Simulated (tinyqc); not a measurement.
Isotherms: adsorption as a lattice gas: isotherms with interactions, competition, desorption peaks and saturation dose. Computed by tinyqc, a small Python program. Command: `OMP_NUM_THREADS=1 python tinyqc.py 3018569 3018570 out.jsonl adsorb walk`. One thread of a shared host (Intel(R) Xeon(R) Processor @ 2.30GHz), about 0.2 s of CPU time with the checks.

One adsorbate per site; a molecule needs 1 empty site. Gas and surface have the same temperature.

Inputs (values chosen for the exercise, for a model surface):
```
quantity,value,unit
desorption energy E,1.55,eV
prefactor nu,3.3e+13,1/s
pair energy w (positive repels),0.081,eV
neighbours z,3,-
site density N_s,13,1/nm^2
molecular mass M,243,u
sticking coefficient s0,0.33,-
temperature T,550,K
pressure p,0.0028,Pa
"blocking by a second gas, K_B p_B",0.56,-
```

Adsorption: molecular (first order).

Constants: u = 1.6605390666e-27 kg; k_B = 1.380649e-23 J/K; k_B = 8.617333262e-05 eV/K.

Method. Flux F = p/sqrt(2 pi M k_B T); k_d = nu exp(-E/(k_B T)); s0 F (1 - theta) = N_s k_d theta, so y = s0 F/(N_s k_d), theta = y/(1 + y). With a second gas on the same sites theta = y/(1 + y + K_B p_B). With u = w/(k_B T). Mean field: theta/(1 - theta) = y exp(-z u theta). Quasi-chemical: theta/(1 - theta) = y [(r - 1 + 2 theta)(1 - theta)/((r + 1 - 2 theta) theta)]^(-z/2) exp(-z u/2), r = sqrt(1 - 4 theta (1 - theta)(1 - exp(-u))).

u = 1.70903

Coverage; the first column is ln y - z u/2:
```
ln y - z u/2,no interaction,mean field,quasi-chemical
-5.0,0.08043,0.06033,0.06796
-3.0,0.39259,0.19340,0.22934
-2.0,0.63727,0.28721,0.32614
-1.0,0.82686,0.39121,0.41617
-0.5,0.88731,0.44531,0.45853
0.0,0.92848,0.50000,0.50000
0.5,0.95536,0.55469,0.54147
1.0,0.97244,0.60879,0.58383
2.0,0.98968,0.71279,0.67386
3.0,0.99618,0.80660,0.77066
5.0,0.99948,0.93967,0.93204
```

At half coverage the slope d theta/d ln y is 1/4 without interaction, 1/(4 + z u) = 0.110 in mean field and 0.083 in the pair theory, 1/[4 + 2 z (exp(u/2) - 1)]. Repulsion spreads the filling over a wider range of pressure; the two theories differ by at most 0.039 in these rows. Caution: for z u near 4 or above (near 8 on the triangular lattice, z = 6) mean field itself predicts sublattice order near half coverage (the exact threshold is higher); both uniform formulas leave ordering out.
